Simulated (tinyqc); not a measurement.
# n-type polysilicon, carrier trapping at grain boundaries: what changes with what

One-dimensional grains of size Lg, uniform ionised doping N, monovalent traps Qt at each boundary at a depth Et below (for electrons) or above (for holes) the band edge there, abrupt depletion of width W on each side of a boundary, Boltzmann statistics. xi is the distance from the band edge at the grain centre to the Fermi level. Trapped charge Qt/(1 + exp((xi + VB - Et)/Vt)) = 2 N W, barrier VB = q N W^2/(2 eps0 eps_r).

Values chosen for this exercise; values of the order met in polycrystalline silicon:
- T = 250 K (temperature)
- eps_r = 11.7 (relative permittivity)
- NB = 2.13e19 cm^-3 (conduction-band density of states at T)
- Lg = 56 nm (grain size)
- Qt = 4.9e12 cm^-2 (trap density of a grain boundary)
- Et = 0.46 eV (depth of the trap level from the majority band edge at the boundary)
- ms = 0.47 m0 (mass for thermionic emission)
- fe = 1 (correction factor of the emission rate)
- mug = 130 cm^2/(V s) (mobility inside the grains)
- N = 1.5e18 cm^-3 (doping)

Constants: q = 1.602176634e-19 C, kB = 1.380649e-23 J/K, m0 = 9.1093837015e-31 kg, Vt = kB T/q, eps0 = 8.8541878128e-14 F/cm where lengths are in cm. Results are converted to the units shown.

Each table varies one quantity; the others keep the values above.

## Effect of the doping

If the trap equation with xi = Vt ln(NB/N) has a root W < Lg/2, the grain is partly depleted; otherwise W = Lg/2 and the trap equation gives xi = Et - VB + Vt ln(Qt/(N Lg) - 1). N* = Qt/Lg. n0 = NB exp(-xi/Vt); mean density n0 (1 - 2 W/Lg) by charge balance in a partly depleted grain, and n0 (sqrt(pi)/2) erf(u)/u with u = sqrt(VB/Vt) in a fully depleted one; v = sqrt(kB T/(2 pi ms m0)); barrier resistivity Vt exp(VB/Vt)/(q fe n0 v Lg); grain resistivity (1 - 2 W/Lg)/(q n0 mug); effective mobility 1/(q mean density total resistivity). Rows with xi above 0.45 V, towards mid-gap, are left out, since the other carrier type is ignored.

Effect of the doping:
```
N (cm^-3)	N/N*	depleted share 2 W/Lg	VB (V)	xi (V)	mean density (cm^-3)	resistivity (ohm cm)	effective mobility (cm^2/(V s))
1.3e17	0.1486	1.000	0.07881	0.4188	3.538e10	3.383e6	52.15
2.3e17	0.2629	1.000	0.1394	0.3428	9.125e11	1.656e6	4.132
4e17	0.4571	1.000	0.2425	0.2212	1.955e14	7.010e5	0.04555
7e17	0.8000	0.9259	0.3638	0.07358	5.188e16	2.067e5	5.821e-4
1.2e18	1.371	0.6834	0.3398	0.06197	3.799e17	3.953e4	4.157e-4
2.1e18	2.400	0.4166	0.2210	0.04991	1.225e18	90.91	0.05604
3.7e18	4.229	0.2365	0.1255	0.03771	2.825e18	0.6224	3.550
6.4e18	7.314	0.1367	0.07253	0.02590	5.525e18	0.03683	30.67
```

As N goes from 1.3e17 to 6.4e18, VB goes from 0.0788 through a maximum of 0.364 (at N = 7e17 among the rows listed) to 0.0725 V, the resistivity falls from 3.38e6 to 0.0368 ohm cm and the effective mobility goes from 52.2 through a minimum of 4.16e-4 (at N = 1.2e18 among the rows listed) to 30.7 cm^2/(V s). The steepest fall of the resistivity among the rows, as N^(-10.9), lies between N = 1.2e18 and 2.1e18 cm^-3; N* = 8.75e17 cm^-3. While the grain is fully depleted VB grows as N; once the traps are full it falls as 1/N. For N = 2.1e18, 3.7e18, 6.4e18 xi is under 2.5 Vt, where Boltzmann statistics begin to fail. For N = 7e17 the grain is near the changeover between partial and full depletion, within a few Debye lengths, where both limits are rough.

## Effect of the trap density of a grain boundary

Same model as above.

N* = Qt/Lg.

The same in every row: xi (V) = 0.05716.

Result of one run:
```
Qt (cm^-2)	N/N*	depleted share 2 W/Lg	VB (V)	mean density (cm^-3)	resistivity (ohm cm)	effective mobility (cm^2/(V s))
2.8e12	3.000	0.3333	0.1010	1.000e18	0.5079	12.29
```

What becomes of these results when the trap density of a grain boundary Qt is changed from 2.8e12 to 3.4e11 cm^-2, all else the same?

Result of the changed run:
```
Qt (cm^-2)	N/N*	depleted share 2 W/Lg	VB (V)	mean density (cm^-3)	resistivity (ohm cm)	effective mobility (cm^2/(V s))
3.4e11	24.71	0.04048	0.001490	1.439e18	0.03550	122.2
```

The whole series:
```
Qt (cm^-2)	N/N*	depleted share 2 W/Lg	VB (V)	mean density (cm^-3)	resistivity (ohm cm)	effective mobility (cm^2/(V s))
2e11	42.00	0.02381	5.155e-4	1.464e18	0.03582	119.0
3.4e11	24.71	0.04048	0.001490	1.439e18	0.03550	122.2
5.7e11	14.74	0.06786	0.004187	1.398e18	0.03526	126.6
9.7e11	8.660	0.1155	0.01213	1.327e18	0.03616	130.1
1.6e12	5.250	0.1905	0.03299	1.214e18	0.04658	110.3
2.8e12	3.000	0.3333	0.1010	1.000e18	0.5079	12.29
4.7e12	1.787	0.5574	0.2826	6.639e17	2221	0.004233
8e12	1.050	0.6517	0.3862	5.225e17	2.724e5	4.385e-5
```

As Qt goes from 2e11 to 8e12, VB rises from 5.16e-4 to 0.386 V, the resistivity goes from 0.0358 through a minimum of 0.0353 (at Qt = 5.7e11 among the rows listed) to 2.72e5 ohm cm and the effective mobility goes from 119 through a maximum of 130 (at Qt = 9.7e11 among the rows listed) to 4.38e-5 cm^2/(V s). For Qt = 2e11, 3.4e11, 5.7e11, 9.7e11 VB is below Vt, where abrupt depletion and thermionic emission are rough. For Qt = 9.7e11 the effective mobility exceeds mug, since drift through the depleted part of the grain is left out.

Program tinyqc, `OMP_NUM_THREADS=1 python tinyqc.py 2830142 2830143 out.jsonl`; Intel Xeon 2.30GHz, shared host, one thread, about 0.01 s.
